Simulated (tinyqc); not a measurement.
Trap density from one capacitance.

Question. Traps spread evenly through the insulator exchange electrons with the semiconductor by tunnelling, with tau(x) = t0 exp(2 ka x) at depth x from the interface. The admittance per area Y seen at depth x obeys dY/dx = -Y^2/(i w eps0 eox) + q Nb ln(1 + i w tau)/tau, with Y(0) = i w Cs and w = 2 pi f; the gate sees Y(tox) = G + i w C. Working variable y = Y/(i w), in uF/cm^2. Cox = eps0 eox/tox. Find Nb and G/w.

Parameters, values chosen for the exercise: relative permittivity of the insulator eox = 18.7; insulator thickness tox = 7.1 nm; semiconductor capacitance in accumulation Cs = 2 uF/cm^2; decay constant of the wave function in the insulator ka = 5.2 1/nm; time constant of a trap at the interface t0 = 8e-9 s; frequency f = 10000 Hz.

Constants: q = 1.602176634e-19 C, eps0 = 8.8541878128e-14 F/cm where lengths are in cm. Results are converted to the units shown.

C = 1.1102554 uF/cm^2

Answer. C rises steadily with Nb, so one density matches; in practice ka and t0 must come from the frequency dependence.

Nb = 8.10e18 cm^-3 eV^-1
G/w = 0.00658 uF/cm^2

tinyqc, about 0.4 s, one thread, Intel Xeon 2.30GHz (shared host): `OMP_NUM_THREADS=1 python tinyqc.py 2202131 2202132 out.jsonl`
